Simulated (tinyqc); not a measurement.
## Mobility and threshold from two currents

Question. In the linear region I = mu Cox (W/L) [(Vgs - VT) Vds - m Vds^2/2], Cox = eps0 eox/tox. Find mu and VT.

Inputs (values chosen for the exercise): relative permittivity of the gate insulator eox = 4.07; insulator thickness tox = 26 nm; gate width W = 2 um; gate length L = 0.5 um.

Constants: eps0 = 8.8541878128e-14 F/cm where lengths are in cm. Results are converted to the units shown.

I at Vgs = 1.57 and 2.07 V, Vds = 0.05 V (uA): 6.0344440  14.211968
m = 1.2767132

Solution. The slope dI/dVgs is mu Cox (W/L) Vds; the line meets zero current at VT + m Vds/2.

mu = 590 cm^2/(V s)
VT = 1.17 V

Numbers from tinyqc (`OMP_NUM_THREADS=1 python tinyqc.py 2360073 2360074 out.jsonl`; about 0.06 s on one thread of a shared Intel Xeon 2.30GHz).
